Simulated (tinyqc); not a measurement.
Valley-orbit splitting of a donor ground state, with strain. Changing the temperature T. Computed by tinyqc, a small Python program. Command: `OMP_NUM_THREADS=1 python tinyqc.py 3014563 3014564 out.jsonl valleyorbit sweep`. One thread of a shared host (Intel(R) Xeon(R) Processor @ 2.30GHz), about 0.01 s of CPU time with the checks.

The basis is the 1s envelope in each valley; energies are counted from the unstrained conduction-band edge. The strain is e_s (a a^T - 1/3) for the unit stress axis a, so valley j along n_j moves by Xi_u e_s w_j with w_j = (n_j.a)^2 - 1/3: -1/3 for x and y, +2/3 for z.

Inputs (values chosen for the exercise, modelled on donors in silicon):
```
quantity                                    value   unit
single-valley binding energy E_0             31.4    meV
central-cell shift Lambda                    7.41    meV
coupling Delta_1                             3.05    meV
coupling Delta_2                             2.52    meV
shear deformation potential Xi_u             8.66     eV
shear strain e_s                          -0.0019      -
donor density N_D                         6.5e+16  cm^-3
density-of-states mass of one valley m_e    0.318    m_0
```

Valleys: six along <100>. Stress axis: [001].

Constants: k_B = 8.617333262e-05 eV/K; m_0 = 9.1093837015e-31 kg; k_B = 1.380649e-23 J/K; h = 6.62607015e-34 J s.

Method. H_jj = -(E_0 + Lambda) + Xi_u e_s w_j; H_jk = -Delta_2 between opposite valleys and -Delta_1 between perpendicular ones. z = sum over levels of exp(-(E - E_ground)/k_B T), the ground-state share being 1/z; N_c = 2 (2 pi m_e k_B T/h^2)^(3/2) sum_j exp(-(shift_j - lowest shift)/k_B T); n1 = N_c/(2 z) exp(-binding/k_B T), binding = lowest shift - E_ground; without compensation n = 2 N_D/(1 + sqrt(1 + 4 N_D/n1)) (Boltzmann statistics; p and higher states left out).

One run for each value:
```
temperature T (K)  partition sum z  share of neutral donors in the ground state  free electrons n (cm^-3)
10                          1.0000                                      0.99999                9.5463e+04
15                          1.0005                                      0.99954                9.8537e+08
23                          1.0067                                      0.99331                6.7913e+11
36                          1.0429                                      0.95888                6.3160e+13
55                          1.1483                                      0.87089                1.1028e+15
84                          1.3908                                      0.71902                7.4908e+15
130                         1.8545                                      0.53923                2.5425e+16
200                         2.5098                                      0.39845                4.6621e+16
300                         3.2073                                      0.31179                5.8032e+16
```

What does the table show?

Over the rows, partition sum z rises from 1.00 to 3.21 (exponent d ln y / d ln x 0.0011 between the first rows and 0.60 between the last); share of neutral donors in the ground state falls from 1.000 to 0.312 (exponent d ln y / d ln x -0.0011 between the first rows and -0.60 between the last); free electrons n (cm^-3) rises from 95500 to 5.80e16 (exponent d ln y / d ln x 23 between the first rows and 0.54 between the last).

Caution (rows 130, 200, 300): k_B T exceeds a third of E_0, so the p and higher states, left out, hold part of the bound electrons.
